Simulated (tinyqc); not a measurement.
Worked calculation: Luttinger-Kohn k.p, four valence bands. One step of it, computed by the program tinyqc.

Question. Levels at k. Diagonalise the Hermitian matrix.

H(k) at k (eV), lower triangle (Hermitian):
```
                      3/2                  1/2                -1/2      -3/2
3/2              0.040291
1/2   -0.025410-0.006353i             0.054189
-1/2  -0.004736-0.004840i             0.000000            0.054189
-3/2             0.000000  -0.004736-0.004840i  0.025410+0.006353i  0.040291
```

Give: eigenvalues.

Answer.

eigenvalues (eV): 0.0193  0.0193  0.0752  0.0752
